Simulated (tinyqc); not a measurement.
Chemical vapour deposition: Grove model, boundary layer, depletion and step coverage: one step, computed by the program tinyqc.

A precursor diffuses to the surface and reacts there at first order; each molecule that reacts adds one formula unit of film.

Question. Gas-phase and surface constants. k_s = k0 exp(-E/(k_B T)); C_g = Y p/(k_B T), 1 torr = 133.322 Pa; D = D0 (T/273.15)^1.75 (760/p). Temperatures in kelvin are T(C) + 273.15. Mean speed c = sqrt(8 k_B T/(pi M)); reactive sticking probability beta = 4 k_s/c.

Inputs (values chosen for the exercise, close to those used for silicon dioxide from an alkoxysilane):

| quantity | value | unit |
|---|---|---|
| prefactor k0 of k_s | 1.2e+09 | cm/s |
| activation energy E | 1.97 | eV |
| temperature T | 790 | C |
| total pressure p | 1.6 | torr |
| mole fraction of the precursor Y | 0.065 | - |
| gas diffusivity D0 at 273.15 K and 760 torr | 0.48 | cm^2/s |
| precursor mass M | 208 | u |

Reactor: wafer stack, low pressure.

Constants: k_B = 1.380649e-23 J/K; u = 1.6605390666e-27 kg; k_B = 8.617333262e-05 eV/K.

Give: surface rate constant k_s; precursor density C_g; gas diffusivity D; mean speed c; sticking probability beta.

Answer.

surface rate constant k_s = 0.55024 cm/s

precursor density C_g = 9.4462e+14 1/cm^3

gas diffusivity D = 2459.1 cm^2/s

mean speed c = 32897 cm/s

sticking probability beta = 6.6905e-05
